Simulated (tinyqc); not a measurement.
Deep-level transient spectroscopy (DLTS) of one majority-carrier trap: one step, computed by the program tinyqc.

A filling pulse loads the traps in a one-sided junction; under reverse bias they empty at the rate e, and the capacitance relaxes as C(t) = C_0 - dC exp(-e t). The signal is S = [C(t_2) - C(t_1)]/dC.

Task: Rate window and signal. S(e) = exp(-e t_1) - exp(-e t_2) peaks at the rate window e_0 = ln(t_2/t_1)/(t_2 - t_1).

Inputs (values chosen for the exercise, with mass and screening modelled on CdS): gate time t_1 = 0.002 s; ratio t_2/t_1 = 2.5; temperature T = 139 K.

Carriers: electrons. Extra term: none.

emission rate e = 24.92350 1/s

Give: rate window e_0; peak height S_max; signal at T.

Result:

rate window e_0 = 305.43 1/s

peak height S_max = 0.32573

signal at T = 0.068540

At this T the trap empties slower than the window, by a factor 12.3: the point lies on the low-temperature side of the peak.
